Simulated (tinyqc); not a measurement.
Changing the exchange J2: Heisenberg magnet: exchange from energy differences, ordering vector, linear spin waves and ordering temperature. Computed by tinyqc, a small Python program. Command: `OMP_NUM_THREADS=1 python tinyqc.py 3022199 3022200 out.jsonl magnon sweep`. One thread of a shared host (Intel(R) Xeon(R) Processor @ 2.30GHz), about 2 s of CPU time with the checks.

H = -sum over pairs <ij> J_ij S_i.S_j - K sum_i (S_i^z)^2, each pair once, J > 0 ferromagnetic. First neighbours: 12 at a (0.5, 0.5, 0), second: 6 at a (1, 0, 0), with all permutations and signs.

Inputs (values chosen for the exercise, for a model magnet): exchange J1 = 2.33 meV; spin S = 1; single-ion anisotropy K = 0.011 meV; lattice constant a = 3.12 angstrom; mesh divisions n = 20; temperature T = 55 K.

Lattice: fcc. Order: ferromagnetic.

wave vector q (2 pi/a): [0.42, 0.079, 0.43]

Constants: h x 1 THz = 4.135667696 meV; k_B = 8.617333262e-05 eV/K.

Method:
- J(q) = J1 g1(q) + J2 g2(q), g_s(q) = sum over shell s of cos(q.R).
- g_s(q) = sum over shell s of cos(q.R), z1 = g1(0). E(q) = S [J(0) - J(q)] + (2S - 1) K, J(q) = J1 g1 + J2 g2. The factor 2S - 1 removes the anisotropy for S = 1/2.
- sum R_x^2 over the shells is s1 = 2 a^2 and s2 = 2 a^2. E = gap + D q^2 with D = (S/2)(J1 s1 + J2 s2) and gap = (2S - 1) K.
- Mesh: q = sum_i (m_i + 1/2)/n b_i, m_i = 0..n-1, b = [[-1, 1, 1], [1, -1, 1], [1, 1, -1]] in 2 pi/a; <..> is the mean over the mesh.
- n = 1/(exp(E/(k_B T)) - 1); no zero-point loss; thermal loss <n>; moment = S less the losses.
- K left out. Mean field: k_B T = S (S + 1) J(Q)/3 at the ordering vector Q; random-phase (Tyablikov): k_B T = [S (S + 1)/3] / <1/(J(Q) - J(q))>; Curie-Weiss theta = S (S + 1) J(0)/(3 k_B).

One run for each value; columns: (1) exchange J2 (meV); (2) stiffness D (meV angstrom^2); (3) mean-field ordering temperature (K); (4) E(q) (meV); (5) thermal loss; (6) zero-point loss:
```
(1)       (2)    (3)    (4)     (5)  (6)
-1.300  10.03  156.0  13.10  0.1417    0
-1.000  12.95  169.9  15.44  0.1017    0
-0.790  14.99  179.6  17.08  0.0830    0
-0.550  17.33  190.8  18.96  0.0673    0
-0.300  19.76  202.4  20.91  0.0553    0
-0.058  22.12  213.6  22.80  0.0465    0
0.190   24.53  225.1  24.73  0.0396    0
0.430   26.87  236.3  26.60  0.0343    0
0.680   29.30  247.9  28.55  0.0298    0
0.920   31.64  259.0  30.43  0.0263    0
1.200   34.36  272.0  32.61  0.0230    0
```

Over the rows, stiffness D (meV angstrom^2) rises from 10.0 to 34.4; mean-field ordering temperature (K) rises from 156 to 272; E(q) (meV) rises from 13.1 to 32.6. An antiferromagnetic J2 joins parallel spins and so frustrates this order: from the last row to the first the long-wave coefficient shrinks by a factor 3.43, the mean-field temperature by 1.74.

Caution (rows 0.430, 0.680, 0.920, 1.20): doubling the mesh changes the thermal sum by more than 3 %, so it is not fully converged.
